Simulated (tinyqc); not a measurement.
The square root of alpha at three temperatures: phonon-assisted absorption at an indirect gap.

alpha(E) = sum_j A_j [N_j (E - Eg + w_j)^2 + (N_j + 1)(E - Eg - w_j)^2], each bracket counted only where its base is positive; N_j = 1/(exp(w_j/kB T) - 1). The first term absorbs a phonon and the second emits one; excitons and direct transitions are left out.

Constants: kB = 8.617333262e-05 eV/K.

Inputs chosen for the exercise (out of a larger set: loosely those of AlAs at room temperature; Eg is not tied to T; not measured data):
- Eg = 2.108 eV (indirect gap, held fixed unless listed)
- w = (45.7, 13.3) meV (two zone-edge phonons)
- A = (4900, 540) 1/(cm eV^2) (their strengths)

The gap is held fixed, so only the phonon occupations change.

sqrt(alpha) (1/cm^(1/2)):
```
E - Eg (eV)     4 K   150 K   600 K
-0.04         0.000   0.069   0.335
-0.02         0.000   0.312   1.510
0.00          0.000   0.600   2.744
0.02          0.156   1.003   4.128
0.04          0.620   1.591   5.680
0.10          4.302   5.308  11.806
0.15          7.962   9.179  17.792
0.20         11.640  13.115  23.954
0.30         19.007  21.036  36.451
0.45         30.065  32.952  55.334
0.60         41.127  44.880  74.269
```

Give the missing row, E - Eg (eV) = 0.07.

Computed row:
```
E - Eg (eV)    4 K  150 K  600 K
0.07         2.152  3.120  8.458
```

Below the gap only phonon absorption acts: at E - Eg = -0.02 eV sqrt(alpha) is 0.000, 0.312 and 1.510 at 4, 150 and 600 K. A straight line through the last two rows meets the axis at E - Eg = +0.0423, +0.0356 and +0.0117 eV: the intercept is roughly a weighted mean of the thresholds, not the gap, and it moves from the emission side towards Eg as the occupations grow. At the last row alpha grows by a factor 3.26 from the lowest to the highest temperature at fixed gap.

(tinyqc, `OMP_NUM_THREADS=1 python tinyqc.py 1681599 1681600 out.jsonl`, Intel(R) Xeon(R) Processor @ 2.30GHz, 1 thread, shared host, about 0.01 s.)
